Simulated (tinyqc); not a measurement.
Tension along [110]: repopulation and mass change: two-band k.p model of the Delta valleys near the X point under shear strain.

Valley pair on the [001] axis, kz counted from the X point, c = hbar^2/2m0, k0 = kx0 2 pi/a. H = (c kz^2/ml + c (kx^2 + ky^2)/mt + c k0^2/ml) 1 + (2 c k0 kz/ml) sigma_z + (D exy - 2 c kx ky/Mp) sigma_x, so E = c kz^2/ml + c (kx^2 + ky^2)/mt + c k0^2/ml -/+ sqrt((2 c k0 kz/ml)^2 + (D exy - 2 c kx ky/Mp)^2). Without strain the lower band has its minima, E = 0, at kz = +/- k0. Shifts from diagonal strain are left out.

For |eta| < 1: k_min = k0 sqrt(1 - eta^2), E_min = -Delta eta^2/2, ml(eta) = ml/(1 - eta^2), 1/m[110] = 1/mt + eta/Mp, 1/m[1-10] = 1/mt - eta/Mp. For |eta| > 1 the minimum sits at X: E_min = -Delta (2 |eta| - 1)/2, ml(eta) = ml/(1 - 1/|eta|), and eta is replaced by its sign in the transverse masses. Here Delta = 2 c k0^2/ml and eta = D exy/Delta.

s11 = (C11 + C12)/((C11 - C12)(C11 + 2 C12)), s12 = -C12/((C11 - C12)(C11 + 2 C12)), s44 = 1/C44; exx = s11 sxx + s12 (syy + szz) and cyclic, exy = s44 sxy/2; tension is positive. A uniaxial stress X along the unit vector n is s_ij = X n_i n_j.

Constants: hbar^2/2m0 = 3.80998211 eV angstrom^2; kB = 8.617333262e-05 eV/K.

Inputs chosen for the exercise (near those of Si; shifted at random, so the results belong to these values and not to a real crystal): a = 5.435 angstrom (lattice constant); ml = 0.904 m0 (longitudinal mass); mt = 0.196 m0 (transverse mass); kx0 = 0.145 2 pi/a (distance of the minimum from X); D = 15.1 eV (shear deformation potential); Mp = 0.242 m0 (coupling mass); C11 = 166.5 GPa; C12 = 62.8 GPa; C44 = 79.3 GPa; Xu = 9.34 eV (uniaxial potential); T = 400 K (temperature).

The z valleys move against the x and y valleys by Xu (ezz - exx) and, through the shear, by E_min. Share of the z valleys n = w/(w + 2 exp(dE/kT)), dE the total relative shift, w = sqrt(ml(eta) m[110] m[1-10]/(ml mt^2)). Along [110]: 1/m_c = n/m[110] + (1 - n)(1/ml + 1/mt)/2. Fixed masses means E_min = 0, w = 1, m[110] = mt. Gains are against 3/(1/ml + 2/mt) at a fixed scattering time.

Results:
```
X (GPa)  Xu (ezz - exx) (meV)  E_min (meV)  m[110]  m_c fixed masses  m_c with shear  gain fixed (%)  gain with shear (%)
0.00                      0.0          0.0  0.1960            0.2652          0.2652             0.0                  0.0
0.25                    -11.3         -0.3  0.1883            0.2550          0.2492             4.0                  6.4
0.50                    -22.5         -1.2  0.1812            0.2449          0.2319             8.3                 14.4
1.00                    -45.0         -4.8  0.1686            0.2273          0.1981            16.7                 33.9
1.50                    -67.6        -10.8  0.1575            0.2145          0.1716            23.7                 54.6
2.00                    -90.1        -19.1  0.1479            0.2063          0.1535            28.6                 72.8
3.00                   -135.1        -43.1  0.1317            0.1990          0.1323            33.3                100.5
```

At 1 GPa repopulation alone gives 16.7 % and the shear terms raise it to 33.9 %. From 2 to 3 GPa the fixed-mass gain grows by 4.8 points, towards its ceiling of 35.3 % when all electrons sit in the z valleys, whereas the gain with shear grows by 27.7 points because m[110] keeps falling.

Program tinyqc; command `OMP_NUM_THREADS=1 python tinyqc.py 1050916 1050917 out.jsonl`; about 0.01 s on one thread of a shared Intel(R) Xeon(R) Processor @ 2.30GHz.
